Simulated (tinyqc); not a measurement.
Worked calculation: implant damage, amorphisation by cascade overlap, and solid-phase epitaxial regrowth. Computed by tinyqc, a small Python program that keeps every step. Command: `OMP_NUM_THREADS=1 python tinyqc.py 3113945 3113946 out.jsonl sper walk`. One thread of a shared host (Intel(R) Xeon(R) Processor @ 2.30GHz), about 0.01 s of CPU time with the checks. Intermediate numbers are printed to about 7 digits and carried at full precision; extremes and crossings named in words are read from the listed rows.

Range and width of the damage are inputs. Dynamic annealing enters only through the surviving share f.

Inputs (values chosen for the exercise, modelled on germanium ions in silicon):

| quantity | value | unit |
|---|---|---|
| atomic density N | 49.9 | 1/nm^3 |
| ion Z1 | 32 | - |
| ion mass M1 | 72.6 | u |
| target Z2 | 14 | - |
| target mass M2 | 28.09 | u |
| ion energy E | 120 | keV |
| displacement energy E_d | 16 | eV |
| depth of the damage peak R_d | 62 | nm |
| width of the damage profile s_d | 42 | nm |
| share of defects that survive f | 0.93 | - |
| critical displaced share x_c | 0.15 | - |
| dose Q | 4.4e+14 | 1/cm^2 |
| overlaps needed n | 1 | - |
| area amorphised by one track A_i | 0.4 | nm^2 |
| regrowth prefactor v0 | 3.5e+15 | nm/s |
| regrowth energy E_a | 2.7 | eV |
| anneal temperature | 656 | C |
| rate relative to (100) | 1 | - |
| peak enhancement by the dopant | 3.2 | - |
| ramp rate | 33 | K/s |

Constants: a_0 = 0.529177210903 angstrom; e^2/(4 pi eps_0) = 14.39964548 eV angstrom; k_B = 8.617333262e-05 eV/K.

## Damage energy and displacements per ion

Robinson partition: eps = E a M2/(Z1 Z2 (e^2/(4 pi eps_0)) (M1 + M2)), a = 0.8853 a_0/sqrt(Z1^(2/3) + Z2^(2/3)); k = 0.0793 Z1^(2/3) Z2^(1/2) (M1 + M2)^(3/2)/((Z1^(2/3) + Z2^(2/3))^(3/4) M1^(3/2) M2^(1/2)); damage energy T_d = E/(1 + k (eps + 0.40244 eps^(3/4) + 3.4008 eps^(1/6))); displacements nu = 0.8 T_d/(2 E_d).

reduced energy eps = 0.6099184

k = 0.1158148

damage energy T_d = 81.88257 keV

T_d/E = 0.6823548

displacements per ion nu = 2047.064

32 % of the energy goes to electrons.

## The amorphous layer

Displaced share x(z) = f nu Q exp(-(z - R_d)^2/(2 s_d^2))/(sqrt(2 pi) s_d N); the layer is amorphous where x > x_c, between R_d -/+ s_d sqrt(2 ln(x_max/x_c)), the upper edge being cut at the surface. Threshold dose Q_c = Q x_c/x_max.

peak displaced share x_max = 1.594510

threshold dose Q_c = 4.139202e+13 1/cm^2

upper edge = 0 nm

lower edge = 153.3186 nm

The layer reaches the surface. Caution: x above 1 counts atoms displaced more than once.

## Damage left below the interface

Displaced atoms per area beyond the lower edge z2: f nu Q (1/2) erfc((z2 - R_d)/(sqrt2 s_d)); they are not removed by regrowth.

share of the damage beyond z2 = 0.01484309

displaced atoms beyond z2 = 1.243345e+16 1/cm^2

## Layer against dose

The formulas are those given above.

Dose series; the last column is f nu Q erfc((z2 - R_d)/(sqrt2 s_d))/2:

| Q (1/cm^2) | x_max | upper edge (nm) | lower edge (nm) | displaced atoms beyond z2 (1/cm^2) |
|---|---|---|---|---|
| 4.55e+13 | 0.164887 | 43.72886 | 80.2711 | 2.873854e+16 |
| 6.21e+13 | 0.225043 | 24.16931 | 99.8307 | 2.173736e+16 |
| 1.03e+14 | 0.373260 | 5.28784 | 118.7122 | 1.734628e+16 |
| 1.66e+14 | 0.601565 | 0.00000 | 132.0003 | 1.510278e+16 |
| 2.90e+14 | 1.050927 | 0.00000 | 144.8751 | 1.338021e+16 |
| 4.97e+14 | 1.801072 | 0.00000 | 155.6421 | 1.219413e+16 |
| 1.03e+15 | 3.732604 | 0.00000 | 168.4884 | 1.101099e+16 |
| 2.07e+15 | 7.501447 | 0.00000 | 179.4832 | 1.015637e+16 |

A dose 45 times larger moves the lower edge from 80.3 to 179 nm, as the root of a logarithm, and the damage beyond it falls by a factor 2.8, since the edge lies on an ever steeper tail. The layer reaches the surface at Q_c exp(R_d^2/(2 s_d^2)) = 1.23e14 per cm^2.

## Overlap model

Gibbons model: a point turns amorphous after n + 1 hits; with y = A_i Q the amorphous share is 1 - exp(-y) sum_(k=0..n) y^k/k!. Doses are set by y.

Amorphous share:

| y | Q (1/cm^2) | direct impact (n = 0) | given n |
|---|---|---|---|
| 0.1 | 2.50e+13 | 0.0951626 | 0.0046788 |
| 0.3 | 7.50e+13 | 0.2591818 | 0.0369363 |
| 0.6 | 1.50e+14 | 0.4511884 | 0.1219014 |
| 1.0 | 2.50e+14 | 0.6321206 | 0.2642411 |
| 2.0 | 5.00e+14 | 0.8646647 | 0.5939942 |
| 3.0 | 7.50e+14 | 0.9502129 | 0.8008517 |
| 5.0 | 1.25e+15 | 0.9932621 | 0.9595723 |
| 8.0 | 2.00e+15 | 0.9996645 | 0.9969808 |

At small y the share grows as y^2; between the first rows the exponent is 1.88.

## Isothermal regrowth

v = v0 x orientation factor x exp(-E_a/(k_B T)) x [1 + (enhancement - 1) exp(-(z - R_d)^2/(2 s_d^2))], T = anneal temperature + 273.15 K; the dopant is taken to follow the damage profile; the lower front moves from the lower edge z2 to the surface, or to the middle (z1 + z2)/2 of a buried layer with upper edge z1; time = int dz/v; the equivalent undoped distance is that time times the undoped velocity.

undoped velocity = 7.926268 nm/s

distance to regrow = 153.3186 nm

time without enhancement = 19.34310 s

equivalent undoped distance = 69.94387 nm

time with enhancement = 8.824313 s

The rate doubles for each 19 K or so near this temperature.

## Regrowth during a ramp

On a linear ramp from 200 C regrowth ends at the T_f where int v_undoped dT/(ramp rate) equals the equivalent undoped distance.

temperature at which regrowth ends = 723.3137 C

Checks made by the program: tail against quadrature of x(z) N (relative difference below 1e-10).
